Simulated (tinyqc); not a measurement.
# Changing the temperature of use T

Model: self-consistent Fermi level with native defects, at growth and after a quench. Computed by tinyqc, a small Python program. Command: `OMP_NUM_THREADS=1 python tinyqc.py 3004168 3004169 out.jsonl scfermi sweep`. One thread of a shared host (Intel(R) Xeon(R) Processor @ 2.30GHz), about 0.1 s of CPU time with the checks.

Energies are counted from the top of the valence band (VBM); when the gap shrinks with temperature the conduction band moves and the levels stay. The added dopant is taken as fully ionised. D and A draw on one reservoir with opposite signs, as the two vacancies of a compound do.

Inputs (values chosen for the exercise, with bands modelled on GaP):

| quantity | value | unit |
|---|---|---|
| gap E_g at 300 K | 2.23 | eV |
| slope -dE_g/dT above 300 K | 0.00045 | eV/K |
| electron mass m_e | 0.487 | m_0 |
| valleys M_c | 3 | - |
| hole mass m_h | 0.77 | m_0 |
| E_f of the neutral native donor D | 2.069 | eV |
| E_f of the neutral native acceptor A | 2.152 | eV |
| shift s of the chemical potential | -0.19 | eV |
| site density N_s | 3.9e+22 | cm^-3 |
| dopant density N_X | 1.5e+18 | cm^-3 |
| growth temperature T_g | 1170 | K |

Added shallow dopant: acceptor.

levels of D above the VBM, most positive state first (eV): 0.99  1.23

levels of A above the VBM, (0/-1) first (eV): 0.68

Constants: m_0 = 9.1093837015e-31 kg; k_B = 1.380649e-23 J/K; h = 6.62607015e-34 J s; k_B = 8.617333262e-05 eV/K.

Method:
- E_f(D, 0) = input + s and E_f(A, 0) = input - s; E_f(q, E_F = 0) follows from the levels, eps(q/q-1) = E_f(q - 1) - E_f(q) at E_F = 0.
- E_g(T) = E_g - slope x max(0, T - 300 K).
- N_c = 2 M_c (2 pi m_e k_B T/h^2)^(3/2) and N_v = 2 (2 pi m_h k_B T/h^2)^(3/2), masses in units of m_0.
- At growth T = T_g.
- n = N_c F_1/2((E_F - E_g)/k_B T), p = N_v F_1/2(-E_F/k_B T).
- F_1/2(eta) = (2/sqrt(pi)) int_0^infinity sqrt(x)/(1 + exp(x - eta)) dx, by the trapezoid rule in t = sqrt(x) with step 0.02 up to t = 12 (for eta < -12 by exp(eta) - exp(2 eta)/2^(3/2)).
- In equilibrium c_q = N_s exp(-(E_f(q, 0) + q E_F)/k_B T).
- Net charge = p - n + sum q c_q - N_X; the log ratio is ln(positive charge/negative charge).
- E_F is the root of the log ratio, by 50 bisections between -0.5 eV and E_g + 0.5 eV.
- After a quench the totals of D and A stay as grown, and each is shared among its charge states with weights exp(-(E_f(q, 0) + q E_F)/k_B T).

One run for each value:

| temperature of use T (K) | E_F after the quench (eV) | n after the quench (cm^-3) | p after the quench (cm^-3) | total D (cm^-3) | total A (cm^-3) |
|---|---|---|---|---|---|
| 150 | 0.06220 | 1.3232e-54 | 4.8598e+16 | 7.2570e+17 | 8.0623e+12 |
| 210 | 0.09624 | 9.2806e-33 | 4.8598e+16 | 7.2570e+17 | 8.0623e+12 |
| 280 | 0.13874 | 5.2731e-19 | 4.8598e+16 | 7.2570e+17 | 8.0623e+12 |
| 340 | 0.17701 | 2.1144e-11 | 4.8598e+16 | 7.2570e+17 | 8.0623e+12 |
| 410 | 0.22339 | 3.5840e-05 | 4.8598e+16 | 7.2570e+17 | 8.0623e+12 |
| 470 | 0.26438 | 2.7768e-01 | 4.8598e+16 | 7.2570e+17 | 8.0623e+12 |
| 540 | 0.31345 | 8.1630e+02 | 4.8598e+16 | 7.2570e+17 | 8.0623e+12 |
| 600 | 0.35645 | 1.8045e+05 | 4.8601e+16 | 7.2570e+17 | 8.0623e+12 |

Over the rows, E_F after the quench (eV) rises from 0.0622 to 0.356 (exponent d ln y / d ln x 1.3 between the first rows and 1.2 between the last). The frozen totals stay; only their charge states and the carriers answer to T. Densities far below 1 cm^-3 are nominal.
